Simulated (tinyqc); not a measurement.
## Probe couplings from its potential

Problem. One voltage probe p sits between leads L (mu = 1) and R (mu = 0) without magnetic field: mu_p = T_pL/(T_pL + T_pR), T_eff = T_RL + T_pL T_pR/(T_pL + T_pR). Find T_pL and T_pR.

T_RL = 0.18
mu_p = 0.30357143
T_eff = 0.29839286

Answer. T_eff - T_RL equals T_pL (1 - mu_p) and also T_pR mu_p.

T_pL = 0.170
T_pR = 0.390

Numbers from tinyqc (`OMP_NUM_THREADS=1 python tinyqc.py 2700117 2700118 out.jsonl`; about 0.01 s on one thread of a shared Intel Xeon 2.30GHz).
